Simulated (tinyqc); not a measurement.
Double-gate transistor below threshold, two-dimensional Poisson equation on a small mesh: one step of the calculation.

Half of a symmetric double-gate structure: row 0 is the mid-plane of the body, where the normal field vanishes. Mobile charge is neglected (subthreshold), the body is fully depleted, and potentials are counted from the intrinsic level; rows run upward to the gate, columns from source to drain.

Problem. Barrier, swing and barrier lowering. The barrier is read along row 0, the path farthest from the gate. Take the node j of lowest psi: barrier Vbi - psi_j; swing Vt ln 10/(d psi_j/dVg); DIBL = (d psi_j/dVd)/(d psi_j/dVg). The derivatives solve the same equations with s = 0 and a unit change of that voltage.

Parameters, values chosen for the exercise:
```
symbol,value,unit,meaning
T,300,K,temperature
Vbi,0.59,V,potential of the source
```

Constants: q = 1.602176634e-19 C, kB = 1.380649e-23 J/K, Vt = kB T/q. Results are converted to the units shown.

converged psi (V):
```
             j=0        j=1        j=2        j=3        j=4        j=5        j=6
row 0  0.5900000  0.3087746  0.2056142  0.2103393  0.3316512  0.6998418  1.5900000
row 1  0.5900000  0.2949018  0.1972090  0.2012562  0.3124173  0.6591760  1.5900000
row 2  0.5900000  0.2502699  0.1729509  0.1754829  0.2564731  0.5275029  1.5900000
row 3  0.3500000  0.1830068  0.1424255  0.1436640  0.1855094  0.3274004  0.8500000
row 4  0.1100000  0.1100000  0.1100000  0.1100000  0.1100000  0.1100000  0.1100000
```

d psi/dVg on row 0: j=0 0.00000000, j=1 0.59764468, j=2 0.83812989, j=3 0.89761297, j=4 0.83812989, j=5 0.59764468, j=6 0.00000000
d psi/dVd on row 0: j=0 0.0000000, j=1 0.0056441, j=2 0.0179165, j=3 0.0511935, j=4 0.1439536, j=5 0.3967113, j=6 1.0000000

Find: j; barrier; swing; DIBL.

Solution.

j = 2
barrier = 0.38439 V
swing = 71.023 mV/decade
DIBL = 21.377 mV/V

Computed by the program tinyqc: `OMP_NUM_THREADS=1 python tinyqc.py 2480031 2480032 out.jsonl`, one thread of a shared Intel Xeon 2.30GHz, about 0.1 s for the whole run.
